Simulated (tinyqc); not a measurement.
Bandgap voltage reference from two bipolar transistors: one step of the calculation.

Two transistors of area 1 and N carry the same current I. Is(T) = Is (T/T0)^eta exp[(Vg0 q/kB)(1/T0 - 1/T)], VBE1 = Vt ln(I/Is(T)) + I rb, VBE2 = Vt ln(I/(N Is(T))) + I rb/N. The amplifier forces I R1(T) = VBE1 - VBE2 + Vos, with R(T) = R (1 + tc (T - T0)) for both resistors, and the output is Vref = VBE1 + I R2(T). Base currents and the Early effect are neglected.

Task. Resistor for zero slope at T0, ideal case. With tc = 0, Vos = 0 and rb = 0 the current is proportional to T, dVBE/dT = (VBE - Vg0 - (eta - 1) Vt)/T, and Vref has zero slope at T0 when Vref = Vg0 + (eta - 1) Vt0. Find VBE1, its slope, that Vref, R2/R1 and the curvature d2Vref/dT2 = -(eta - 1) kB/(q T0).

Inputs (values chosen for the exercise); values of the order met in silicon bipolar transistors: reference temperature T0 = 323 K; band-gap voltage extrapolated to 0 K Vg0 = 1.19 V; temperature exponent of the saturation current eta = 3.3; saturation current of the unit transistor at T0 Is = 3.1e-17 A; area ratio of the second transistor N = 8; resistor across which the difference of VBE falls, at T0 R1 = 2.7 kohm.

Constants: q = 1.602176634e-19 C, kB = 1.380649e-23 J/K. Results are converted to the units shown.

Find: VBE1; dVBE/dT; Vref; R2/R1; curvature.

Result.

VBE1 = 0.75881 V
dVBE/dT = -1.5331 mV/K
Vref = 1.2540 V
R2/R1 = 8.5558
curvature = -0.61362 uV/K^2

tinyqc, about 0.02 s, one thread, Intel Xeon 2.30GHz (shared host): `OMP_NUM_THREADS=1 python tinyqc.py 2062153 2062154 out.jsonl`
